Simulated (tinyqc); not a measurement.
Hueckel theory of the pi electrons with the omega technique, for the molecule c1ccc2cccc-2cc1 (SMILES; centres numbered as the heavy atoms are written), step by step. One step of it, computed by the program tinyqc.

Problem. Energy, charges, bond orders. E = sum n x; q_r = z_r - P_rr; bond order p = P_rs; free valence = sqrt(3) - sum of p over the bonds of the atom.

final x values: 2.296298  1.670920  1.410933  0.865516  0.390230  -0.326840  -0.720401  -1.615216  -1.864886  -2.106554

occupations: 2.000000  2.000000  2.000000  2.000000  2.000000  0.000000  0.000000  0.000000  0.000000  0.000000

final P, lower triangle:
```
,1C,2C,3C,4C,5C,6C,7C,8C,9C,10C
1C,0.918072
2C,0.641313,0.976628
3C,0.120241,0.655206,0.906767
4C,-0.227377,-0.013703,0.604920,1.019478
5C,0.026450,-0.243782,0.016607,0.608262,1.115550
6C,0.192371,0.009347,-0.235585,-0.038109,0.650723,1.045083
7C,0.026450,0.201464,-0.090989,-0.232600,-0.172772,0.650723,1.115550
8C,-0.227377,-0.034703,0.177854,0.351326,-0.232600,-0.038109,0.608262,1.019478
9C,0.120241,-0.239366,-0.169244,0.177854,-0.090989,-0.235585,0.016607,0.604920,0.906767
10C,0.641313,0.009112,-0.239366,-0.034703,0.201464,0.009347,-0.243782,-0.013703,0.655206,0.976628
```

Centres:
```
centre,"z_r, pi electrons of the neutral centre",h
1C,1,0.000000
2C,1,0.000000
3C,1,0.000000
4C,1,0.000000
5C,1,0.000000
6C,1,0.000000
7C,1,0.000000
8C,1,0.000000
9C,1,0.000000
10C,1,0.000000
```

Bonds:
```
i,j,k
1,2,1
2,3,1
3,4,1
4,5,1
5,6,1
6,7,1
7,8,1
8,9,1
9,10,1
10,1,1
8,4,1
```

Give: pi energy = 10 alpha + this times beta; pi charges; Bond orders and lengths from R = 1.517 - 0.180 p; free valence of the carbons; gap between the highest filled and the next level.

Solution.

pi energy = 10 alpha + this times beta = 13.268

pi charges: 1C 0.082, 2C 0.023, 3C 0.093, 4C -0.019, 5C -0.116, 6C -0.045, 7C -0.116, 8C -0.019, 9C 0.093, 10C 0.023

Bond orders and lengths from R = 1.517 - 0.180 p (angstrom, C-C alone):
```
bond,p,R
1-2,0.641,1.402
2-3,0.655,1.399
3-4,0.605,1.408
4-5,0.608,1.408
5-6,0.651,1.400
6-7,0.651,1.400
7-8,0.608,1.408
8-9,0.605,1.408
9-10,0.655,1.399
10-1,0.641,1.402
8-4,0.351,1.454
```

free valence of the carbons: 1C 0.449, 2C 0.436, 3C 0.472, 4C 0.168, 5C 0.473, 6C 0.431, 7C 0.473, 8C 0.168, 9C 0.472, 10C 0.436

gap between the highest filled and the next level = 0.717 |beta|
